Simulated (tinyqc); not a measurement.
Ballistic transport through the one-dimensional subbands of a rectangular nanowire or nanosheet channel: one step, computed by the program tinyqc. Command: `OMP_NUM_THREADS=1 python tinyqc.py 3027279 3027280 out.jsonl wire walk`. One thread of a shared host (Intel(R) Xeon(R) Processor @ 2.30GHz), about 0.02 s of CPU time with the checks.

Hard walls, parabolic subbands, transport along x. Energies are counted from the bulk conduction band edge at the top of the barrier, which the gate pulls down by U; the source Fermi level lies at the bulk edge when U = 0.

Problem. Subbands. E_pq = (hbar^2 pi^2/2)(p^2/(m_y b^2) + q^2/(m_z a^2)); valley pairs: (m_x, m_y, m_z) = (m_t, m_t, m_l), (m_t, m_l, m_t), (m_l, m_t, m_t), each with degeneracy g = 2; the 10 lowest subbands are kept.

Inputs (values chosen for the exercise, modelled on silicon):
```
quantity        value  unit
light mass m_t   0.18   m_0
heavy mass m_l  0.934   m_0
height a          4.2    nm
width b           7.3    nm
```

Valleys: silicon [100] wire.

Constants: hbar^2/(2 m_0) = 3.80998212 eV angstrom^2; k_B = 8.617333262e-05 eV/K.

Give: Subbands.

Solution.

Subbands:
```
valley axis  p  q  E (meV)  m_x (m_0)
z            1  1    62.02      0.180
y            1  1   125.98      0.180
z            1  2   130.49      0.180
y            2  1   148.65      0.180
x            1  1   157.63      0.934
z            2  1   179.63      0.180
y            3  1   186.42      0.180
y            4  1   239.31      0.180
z            1  3   244.61      0.180
z            2  2   248.10      0.180
```
